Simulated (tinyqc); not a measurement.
Avalanche multiplication and breakdown of a junction from ionisation integrals: one step, computed by the program tinyqc.

Ionisation coefficients follow the local field. Position x runs through the depletion layer from the p side (x = 0), where electrons enter, to the n side (x = w), where holes enter. The built-in voltage is neglected.

Task: On-resistance of the drift layer. R_on = w/(e mu N) with w the width at breakdown; figure of merit V_B^2/R_on; for a triangular field it equals eps eps_0 mu F_m^3/4.

Inputs (values chosen for the exercise, modelled on GaAs): permittivity eps = 12.9; drift-layer mobility mu = 8500 cm^2/(V s); doping N of the lightly doped side = 2e+15 1/cm^3.

Junction: one-sided abrupt p+n.

width at breakdown = 11.19286 micrometre

breakdown voltage = 175.7332 V

critical field F_m = 0.3140096 MV/cm

Constants: e = 1.602176634e-19 C; eps_0 = 8.8541878128e-12 F/m.

Give: specific on-resistance; V_B^2/R_on; eps eps_0 mu F_m^3/4.

Result:

specific on-resistance = 0.4109 milliohm cm^2

V_B^2/R_on = 75.15 MW/cm^2

eps eps_0 mu F_m^3/4 = 75.15 MW/cm^2
